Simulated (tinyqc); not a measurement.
Permeation of metal atoms or ions through a thin barrier or dielectric: time lag, field-aided drift and lifetime: one step, computed by the program tinyqc.

The film 0 < x < d is empty at first; C = C0 at x = 0 and C = 0 at x = d. dC/dt = D d2C/dx2 - v dC/dx with drift v = D z e V/(k_B T d) (uniform field, no space charge).

Question. Dose at time s. Steady flux J = (D C0/d) P/(1 - exp(-P)); time lag in units of d^2/D: s_L = [P (1 + exp(-P))/(1 - exp(-P)) - 2]/P^2 (P = 0: J = D C0/d, s_L = 1/6). Dose through the film Q(s) = C0 d {f (s - s_L) - 2 exp(P/2) sum_(n=1..200) (-1)^n n^2 pi^2 exp(-l_n s)/l_n^2}, l_n = n^2 pi^2 + P^2/4, f = P/(1 - exp(-P)) the relative flux.

Inputs (values chosen for the exercise, for a model case: singly charged ions through a dielectric):
```
quantity                               value    unit
thickness d                               13      nm
concentration at the source side C0  7.7e+14  1/cm^3
test temperature T                       150       C
time in units of d^2/D, s              0.053       -
```

Peclet number P = 9.324202

time scale d^2/D = 100658.2 s

Give: Q/(C0 d); dose Q; time.

Answer.

Q/(C0 d) = 0.017620

dose Q = 1.7638e+07 1/cm^2

time = 5334.9 s
